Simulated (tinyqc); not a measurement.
RHF in the sto-3g basis, for BeH+, spin multiplicity 1, step by step. One step of it, computed by the program tinyqc.

Task: Iteration 1: building the Fock matrix. J_ij = sum D_kl (ij|kl), K_ij = sum D_kl (ik|jl); F = H + J - 0.5 K; E = tr D H + tr D J / 2 - 0.25 tr D K + E_nn.

D at the start, order 1Be 1s, 1Be 2s, 1Be 2px, 1Be 2py, 1Be 2pz, 2H 1s:
$$\begin{pmatrix}
0.079219 & -0.446570 & 0.000000 & 0.000000 & 0.045791 & 0.301060 \\
-0.446570 & 3.041284 & 0.000000 & 0.000000 & 1.019102 & -3.073398 \\
0.000000 & 0.000000 & 0.000000 & 0.000000 & 0.000000 & 0.000000 \\
0.000000 & 0.000000 & 0.000000 & 0.000000 & 0.000000 & 0.000000 \\
0.045791 & 1.019102 & 0.000000 & 0.000000 & 3.140344 & -3.181311 \\
0.301060 & -3.073398 & 0.000000 & 0.000000 & -3.181311 & 4.759645
\end{pmatrix}$$

core Hamiltonian H = T + V (hartree), order 1Be 1s, 1Be 2s, 1Be 2px, 1Be 2py, 1Be 2pz, 2H 1s:
$$\begin{pmatrix}
-8.317864 & -2.049230 & 0.000000 & 0.000000 & -0.023441 & -0.806380 \\
-2.049230 & -2.506881 & 0.000000 & 0.000000 & -0.168501 & -1.434765 \\
0.000000 & 0.000000 & -1.993800 & 0.000000 & 0.000000 & 0.000000 \\
0.000000 & 0.000000 & 0.000000 & -1.993800 & 0.000000 & 0.000000 \\
-0.023441 & -0.168501 & 0.000000 & 0.000000 & -2.128803 & -1.386832 \\
-0.806380 & -1.434765 & 0.000000 & 0.000000 & -1.386832 & -2.241687
\end{pmatrix}$$

Two-electron integrals (ij|kl) in chemists' order, unique and non-zero (hartree):
```
(11|11) 2.298831   (21|11) 0.392036   (21|21) 0.079539   (22|11) 0.570988
(22|21) 0.143041   (22|22) 0.417683   (31|31) 0.014607   (32|31) 0.021888
(32|32) 0.092265   (33|11) 0.569578   (33|21) 0.143083   (33|22) 0.417589
(33|33) 0.449859   (41|41) 0.014607   (42|41) 0.021888   (42|42) 0.092265
(43|43) 0.024249   (44|11) 0.569578   (44|21) 0.143083   (44|22) 0.417589
(44|33) 0.401360   (44|44) 0.449859   (51|51) 0.014607   (52|51) 0.021888
(52|52) 0.092265   (53|53) 0.024249   (54|54) 0.024249   (55|11) 0.569578
(55|21) 0.143083   (55|22) 0.417589   (55|33) 0.401360   (55|44) 0.401360
(55|55) 0.449859   (61|11) 0.151294   (61|21) 0.030598   (61|22) 0.055162
(61|33) 0.054755   (61|44) 0.054755   (61|51) 0.002799   (61|52) 0.005104
(61|55) 0.056004   (61|61) 0.012378   (62|11) 0.278836   (62|21) 0.070405
(62|22) 0.214289   (62|33) 0.207232   (62|44) 0.207232   (62|51) 0.009253
(62|52) 0.050055   (62|55) 0.228214   (62|61) 0.029719   (62|62) 0.147941
(63|31) 0.007464   (63|32) 0.032134   (63|53) 0.009377   (63|63) 0.016237
(64|41) 0.007464   (64|42) 0.032134   (64|54) 0.009377   (64|64) 0.016237
(65|11) 0.270891   (65|21) 0.069394   (65|22) 0.221737   (65|33) 0.208840
(65|44) 0.208840   (65|51) 0.015432   (65|52) 0.079291   (65|55) 0.247290
(65|61) 0.031081   (65|62) 0.176204   (65|65) 0.221038   (66|11) 0.442532
(66|21) 0.113858   (66|22) 0.379536   (66|33) 0.352760   (66|44) 0.352760
(66|51) 0.020182   (66|52) 0.129967   (66|55) 0.432685   (66|61) 0.050075
(66|62) 0.315033   (66|65) 0.402852   (66|66) 0.774606
```

nuclear repulsion = 1.80298879 hartree

Give: Coulomb J; exchange K; Fock matrix F; total energy of this density.

Result:

Coulomb J (hartree), order 1Be 1s, 1Be 2s, 1Be 2px, 1Be 2py, 1Be 2pz, 2H 1s:
$$\begin{pmatrix}
2.117 & 0.530 & 0.000 & 0.000 & -0.011 & 0.204 \\
0.530 & 1.611 & 0.000 & 0.000 & 0.000 & 0.917 \\
0.000 & 0.000 & 1.557 & 0.000 & 0.000 & 0.000 \\
0.000 & 0.000 & 0.000 & 1.557 & 0.000 & 0.000 \\
-0.011 & 0.000 & 0.000 & 0.000 & 1.717 & 1.020 \\
0.204 & 0.917 & 0.000 & 0.000 & 1.020 & 1.931
\end{pmatrix}$$

exchange K (hartree), order 1Be 1s, 1Be 2s, 1Be 2px, 1Be 2py, 1Be 2pz, 2H 1s:
$$\begin{pmatrix}
0.064 & 0.047 & 0.000 & 0.000 & -0.031 & 0.000 \\
0.047 & 0.549 & 0.000 & 0.000 & -0.424 & 0.075 \\
0.000 & 0.000 & 0.163 & 0.000 & 0.000 & 0.000 \\
0.000 & 0.000 & 0.000 & 0.163 & 0.000 & 0.000 \\
-0.031 & -0.424 & 0.000 & 0.000 & 0.675 & 0.151 \\
0.000 & 0.075 & 0.000 & 0.000 & 0.151 & 0.698
\end{pmatrix}$$

Fock matrix F (hartree), order 1Be 1s, 1Be 2s, 1Be 2px, 1Be 2py, 1Be 2pz, 2H 1s:
$$\begin{pmatrix}
-6.233 & -1.542 & 0.000 & 0.000 & -0.019 & -0.602 \\
-1.542 & -1.171 & 0.000 & 0.000 & 0.043 & -0.555 \\
0.000 & 0.000 & -0.518 & 0.000 & 0.000 & 0.000 \\
0.000 & 0.000 & 0.000 & -0.518 & 0.000 & 0.000 \\
-0.019 & 0.043 & 0.000 & 0.000 & -0.750 & -0.442 \\
-0.602 & -0.555 & 0.000 & 0.000 & -0.442 & -0.660
\end{pmatrix}$$

total energy of this density = -2.80625 hartree
